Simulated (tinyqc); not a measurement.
# Transistor under a ferroelectric capacitor (negative capacitance), static model, step by step

Program tinyqc, `OMP_NUM_THREADS=1 python tinyqc.py 2860002 2860003 out.jsonl`; Intel Xeon 2.30GHz, shared host, one thread, about 0.02 s. Printed values are rounded.

A ferroelectric film of thickness tf lies between the gate and an inner metal at potential v, which drives an ordinary transistor. One domain, P = Q (background permittivity neglected): Vg = v + tf (2 al Q + 4 be Q^3), al = -3 sqrt(3) Ec/(4 Pr), be = 3 sqrt(3) Ec/(8 Pr^3). Gate charge Q(v) = Qi + Cp v with the channel charge Qi = Cox n Vt ln(1 + exp((v - VT)/(n Vt))). Q in uC/cm^2, E in kV/cm; 1 nm times 1 kV/cm is 1e-4 V. Domains, leakage and the switching time are left out.

Inputs (values chosen for the exercise); Pr and Ec close to those of hafnium oxide based films:
```
symbol  value     unit                                      meaning
T         250        K                                  temperature
Pr          8  uC/cm^2                        remanent polarisation
Ec       1500    kV/cm                               coercive field
Cox       2.7  uF/cm^2               capacitance of the inner oxide
Cp        1.1  uF/cm^2            overlap capacitance per gate area
VT       0.26        V            threshold of the inner transistor
n        1.26           subthreshold factor of the inner transistor
tf        3.2       nm                      ferroelectric thickness
Vg       0.22        V                                 gate voltage
```

Constants: q = 1.602176634e-19 C, kB = 1.380649e-23 J/K, Vt = kB T/q. Results are converted to the units shown.

## Landau coefficients and capacitance at zero charge

al = -3 sqrt(3) Ec/(4 Pr), be = 3 sqrt(3) Ec/(8 Pr^3); C_FE(0) = 1/(2 al tf); far below threshold the gain is 1/(1 + 2 al tf Cp) near Q = 0 and the swing n Vt ln 10/gain.

al = -243.570 kV cm/uC
be = 1.90289 kV cm^5/uC^3
C_FE(0) = -6.41500 uF/cm^2
gain near Q = 0 = 1.20696
swing = 51.7852 mV/decade

The swing is still above Vt ln 10 = 49.6 mV a decade; without the film it is 62.5.

## Gate voltage against inner potential

v, point 0 to 8 (V): 0  0.1  0.2  0.3  0.4  0.5  0.6  0.7  0.8

Q(v) and Vg(v) as above. C = dQ/dv = Cox/(1 + exp(-(v - VT)/(n Vt))) + Cp; dVg/dv = 1 + C tf (2 al + 12 be Q^2); gain = dv/dVg.

```
point  Q (uC/cm^2)  C (uF/cm^2)     Vg (V)    dVg/dv
0          0.00001      1.10019  -0.000001  0.828498
1          0.11020      1.10742   0.082825  0.827469
2          0.22763      1.36682   0.164545  0.787451
3          0.45312      3.29673   0.229592  0.491037
4          0.81842      3.78455   0.273756  0.428570
5          1.19801      3.79961   0.317437  0.447547
6          1.57800      3.79999   0.363585  0.476782
7          1.95800      3.80000   0.413062  0.514091
8          2.33800      3.80000   0.466670  0.559419
```

dVg/dv is positive at all listed points; its smallest value, 0.429, means a gain of 2.33. Minimising dVg/dv over v puts the thickness at which the fold first appears at 5.59 nm.

## Iteration 1: inner potential by Newton steps

v at the start = 0.22 V

f = v + tf (2 al Q + 4 be Q^3) - Vg, f' = 1 + C tf (2 al + 12 be Q^2) with C = Cox/(1 + exp(-(v - VT)/(n Vt))) + Cp; v(new) = v - f/f'.

Q = 0.257119 uC/cm^2
f = -0.0400394 V
f' = 0.750849
v after iteration 1 = 0.273326 V

## Iteration 2: inner potential by Newton steps

As before.

Q = 0.371635 uC/cm^2
f = -0.00448154 V
f' = 0.570242
v after iteration 2 = 0.281185 V

## Course of the iteration: inner potential by Newton steps

Stop when v changes by less than 1e-10 V, or after 30 iterations.

Course of the iteration:
```
iteration     v (V)  |change| (V)
1          0.273326        0.0533
2          0.281185       7.86e-3
3          0.281383       1.98e-4
4          0.281383       1.18e-7
5          0.281383      4.20e-14
```

Converged in 5 iterations. At the end the number of correct digits about doubles with each step. There dVg/dv = 0.543, a gain of 1.84.
